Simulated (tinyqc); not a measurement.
Doping and barrier from two capacitances.

Question. A Schottky diode on a uniformly doped n-type layer obeys (A/C)^2 = 2 (Vbi - V - Vt)/(q eps0 eps_r Nd) in reverse bias, with phiB = Vbi + Vt ln(Nc/Nd) and image force ignored. Find Nd, Vbi and phiB.

Values chosen for this exercise; band and dielectric values close to those of In0.53Ga0.47As: temperature T = 250 K; relative permittivity eps_r = 13.8; conduction-band density of states at T Nc = 1.61e17 cm^-3; diode area A = 0.00027 cm^2.

Constants: q = 1.602176634e-19 C, kB = 1.380649e-23 J/K, Vt = kB T/q, eps0 = 8.8541878128e-14 F/cm where lengths are in cm. Results are converted to the units shown.

C at V = -0.9 and -2.4 V (pF): [5.6585474, 3.7945407]

Solution. The slope of (A/C)^2 against -V gives Nd, the intercept Vbi - Vt, and the Fermi-level depth Vt ln(Nc/Nd) is added for the barrier.

Nd = 5.50e15 cm^-3
Vbi = 0.347 V
phiB = 0.420 eV

tinyqc, about 0.07 s, one thread, Intel Xeon 2.30GHz (shared host): `OMP_NUM_THREADS=1 python tinyqc.py 2020108 2020109 out.jsonl`
